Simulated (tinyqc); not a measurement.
# CMOS latch-up, two-transistor model: effects of single changes

A parasitic pnp (emitter at Vdd, base shunted by Rw) and npn (emitter at ground, base shunted by Rs) feed each other: the npn collector current flows out of the pnp base node, the pnp collector current into the npn base node. Forward-active transistors with constant gains: Icn = Isn exp(Vn/Vt), Icp = Isp (exp(Vp/Vt) - 1). A current Ii is injected into the npn base node.

Parameters, values chosen for the exercise; values close to those of bulk CMOS:
```
symbol    value  unit                                            meaning
T           350     K                                        temperature
bn         17.6                                  current gain of the npn
bp          2.3                                  current gain of the pnp
Isn     2.7e-12     A                 saturation current of the npn at T
Isp     4.3e-13     A                 saturation current of the pnp at T
Rs         1100   ohm              substrate resistance shunting the npn
Rw          370   ohm                   well resistance shunting the pnp
R2           75   ohm  resistance from the pnp collector to the npn base
Von        0.64     V               base-emitter voltage in the on state
Vsat        0.2     V                                 saturation voltage
Vdd         1.2     V                                     supply voltage
```

Constants: q = 1.602176634e-19 C, kB = 1.380649e-23 J/K, Vt = kB T/q. Results are converted to the units shown.

Each table varies one quantity; the others keep the values above.

## Effect of the resistance from the pnp collector to the npn base

Node equations: Vp/Rw + Icp/bp = Icn and Vn/Rs + Icn/bn = Icp + Ii. Loop gain G = gn gp/[(1/Rw + gp/bp)(1/Rs + gn/bn)], gn = Icn/Vt, gp = (Icp + Isp)/Vt; the off state ends where G = 1, and Ii there is the trigger current. On state with both base-emitter voltages at Von: npn base current Ib = (Von/Rs + bp Von/Rw)/(bn bp - 1), holding current Ih = (bn + 1) Ib + Von/Rs, holding voltage Vh = Vsat + Von + R2 (Ib + Von/Rs).

The same in every row: Vn at trigger (V) = 0.6041; trigger current (mA) = 0.6194; Ih (mA) = 2.730.

Results:
```
R2 (ohm)  Vh (V)
5         0.8435
14        0.8498
37        0.8658
270        1.028
740        1.356
2000       2.235
```

Estimate the missing row, R2 = 100 ohm.

Computed row:
```
R2 (ohm)  Vh (V)
100       0.9097
```

With this row back in the table: As R2 goes from 5 to 2000 ohm, the trigger current stays at 0.619 mA, Ih stays at 2.73 mA and Vh rises from 0.843 to 2.23 V. Vh exceeds the supply Vdd = 1.2 V, which then cannot sustain a latched state, in 2 of the 7 rows.

## Effect of the substrate resistance shunting the npn

Same model as above.

Effect of the substrate resistance shunting the npn:
```
Rs (ohm)  Vn at trigger (V)  trigger current (mA)  Ih (mA)   Vh (V)
110                 0.60644                5.5736   10.434   1.2950
210                 0.60555                2.9501   6.3577   1.0819
410                 0.60483                1.5443   4.1707  0.96760
790                 0.60432               0.83498   3.0661  0.90986
1500                0.60399               0.47300   2.5020  0.88037
3000                0.60378               0.27170   2.1882  0.86396
5700                0.60367               0.17638   2.0395  0.85619
11000               0.60361               0.12535   1.9599  0.85203
```

As Rs goes from 110 to 11000 ohm, the trigger current falls from 5.57 to 0.125 mA, Ih falls from 10.4 to 1.96 mA and Vh falls from 1.29 to 0.852 V. Vh exceeds the supply Vdd = 1.2 V, which then cannot sustain a latched state, in 1 of the 8 rows. The trigger current goes as Rs^(-0.82): most of it flows through the shunt.

## Effect of the current gain of the pnp

Same model as above.

Effect of the current gain of the pnp:
```
bp     Vn at trigger (V)  trigger current (mA)  Ih (mA)  Vh (V)
0.071             0.6261                0.6403    53.09   1.095
0.15              0.6069                0.6236    10.12  0.9221
0.31              0.6051                0.6210    5.249  0.9025
0.64              0.6045                0.6200    3.642  0.8960
1.3               0.6042                0.6196    2.988  0.8933
2.8               0.6041                0.6194    2.672  0.8921
5.8               0.6041                0.6193    2.535  0.8915
12                0.6040                0.6193    2.470  0.8913
```

As bp goes from 0.071 to 12, the trigger current falls from 0.640 to 0.619 mA, Ih falls from 53.1 to 2.47 mA and Vh falls from 1.10 to 0.891 V. Vh exceeds the supply Vdd = 1.2 V, which then cannot sustain a latched state, in 0 of the 8 rows. For bp = 0.034 the product of the gains is about one or less, so there is no latched state. For bp = 0.071 the holding current passes 50 mA, where high injection lowers the gains.

tinyqc, about 0.05 s, one thread, Intel Xeon 2.30GHz (shared host): `OMP_NUM_THREADS=1 python tinyqc.py 2670038 2670039 out.jsonl`
